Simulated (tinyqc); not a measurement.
Cap thickness from the capacitance plateau.

Problem. With only the buried channel on, 1/C = 1/Cox + (tc + zc)/(eps0 eps_r), Cox = eps0 eox/tox. Find tc and the oxide-equivalent thickness 3.9 eps0/C.

Inputs (values chosen for the exercise); band and dielectric values close to those of silicon:
```
symbol,value,unit,meaning
eps_r,11.6,,relative permittivity
eox,3.9,,relative permittivity of the gate insulator (close to silicon dioxide)
tox,2.8,nm,insulator thickness
zc,0.8,nm,depth of the hole centroid below the top of the SiGe
```

Constants: eps0 = 8.8541878128e-14 F/cm where lengths are in cm. Results are converted to the units shown.

plateau of C/Cox with only the buried channel on = 0.79103751

Solution. The cap and the centroid act as a second capacitor in series with the insulator.

tc = 1.400 nm
equivalent thickness = 3.540 nm

Program tinyqc, `OMP_NUM_THREADS=1 python tinyqc.py 2042157 2042158 out.jsonl`; Intel Xeon 2.30GHz, shared host, one thread, about 0.02 s.
